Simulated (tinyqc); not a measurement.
Berg model of reactive sputtering of a nitride or oxide: poisoning, hysteresis and pumping speed: one step, computed by the program tinyqc. Command: `OMP_NUM_THREADS=1 python tinyqc.py 3005863 3005864 out.jsonl berg walk`. One thread of a shared host (Intel(R) Xeon(R) Processor @ 2.30GHz), about 0.05 s of CPU time with the checks.

A diatomic gas reacts with bare metal on the target and on the collecting surfaces; ions remove metal and compound from the target. theta_t and theta_c are the compound fractions.

Problem. Steady state at the pressure P. Ion flux j = J/e; gas flux F = P/sqrt(2 pi M k_B T). Target: (2/z) alpha F (1 - theta_t) = j Y_c theta_t. Sputtered flows F_c = j Y_c theta_t A_t, F_m = j Y_m (1 - theta_t) A_t. Collector: (2/z) alpha F (1 - theta_c) A_c + F_c (1 - theta_c) = F_m theta_c. Gas use Q = alpha F [(1 - theta_t) A_t + (1 - theta_c) A_c] + P S/(k_B T); 1 sccm = 4.4780e17 molecules/s. Rate R = F_m + F_c, given relative to j Y_m A_t.

Inputs (values chosen for the exercise, close to those used for tantalum nitride): ion current density J = 23 mA/cm^2; target area A_t = 300 cm^2; collecting area A_c = 5300 cm^2; metal yield Y_m = 0.54; compound yield Y_c = 0.15; sticking coefficient alpha = 0.27; reactive atoms per metal atom z = 1; gas mass M = 28 u; pumping speed S = 140 l/s; gas temperature T = 300 K; reactive partial pressure P = 0.0055 Pa.

Constants: e = 1.602176634e-19 C; u = 1.6605390666e-27 kg; k_B = 1.380649e-23 J/K.

Give: ion flux j; gas flux F; theta_t; theta_c; gas use; total flow Q; rate relative to clean metal.

Solution.

ion flux j = 1.436e+17 1/(cm^2 s)

gas flux F = 1.581e+16 1/(cm^2 s)

theta_t = 0.2839

theta_c = 0.7387

gas use (sccm): target 2.05, collector 13.20, pump 0.42

total flow Q = 15.66 sccm

rate relative to clean metal = 0.7949

The target is mostly metallic. The film is 73.9 % compound.
